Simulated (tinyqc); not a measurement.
Worked calculation: UHF in the 3-21g basis, for H3-, spin multiplicity 1. The basis has no diffuse functions, so it cannot describe the extra electron: this is an exercise in the method, not the real anion. This run ends on a higher stationary point, not on the lowest solution. One step of it, computed by the program tinyqc.

Question. Orthogonalisation. S = U s U^T; symmetric (Loewdin) form X = U s^(-1/2) U^T, so that X^T S X = 1.

overlap S:
```
          1H 1s     1H 2s     2H 1s     2H 2s     3H 1s     3H 2s
1H 1s  1.000000  0.645899  0.304856  0.436009  0.305565  0.436360
1H 2s  0.645899  1.000000  0.436009  0.788205  0.436360  0.788589
2H 1s  0.304856  0.436009  1.000000  0.645899  0.305158  0.436159
2H 2s  0.436009  0.788205  0.645899  1.000000  0.436159  0.788369
3H 1s  0.305565  0.436360  0.305158  0.436159  1.000000  0.645899
3H 2s  0.436360  0.788589  0.436159  0.788369  0.645899  1.000000
```

Give: eigenvalues of S; X.

Answer.

eigenvalues of S: 0.1332  0.1334  0.5003  0.7726  0.7737  3.6869

X:
```
         1H 1s    1H 2s    2H 1s    2H 2s    3H 1s    3H 2s
1H 1s   1.2565  -0.4918  -0.0766   0.0331  -0.0772   0.0332
1H 2s  -0.4918   1.9727   0.0331  -0.5697   0.0333  -0.5712
2H 1s  -0.0766   0.0331   1.2564  -0.4918  -0.0769   0.0331
2H 2s   0.0331  -0.5697  -0.4918   1.9720   0.0332  -0.5703
3H 1s  -0.0772   0.0333  -0.0769   0.0332   1.2565  -0.4919
3H 2s   0.0332  -0.5712   0.0331  -0.5703  -0.4919   1.9732
```
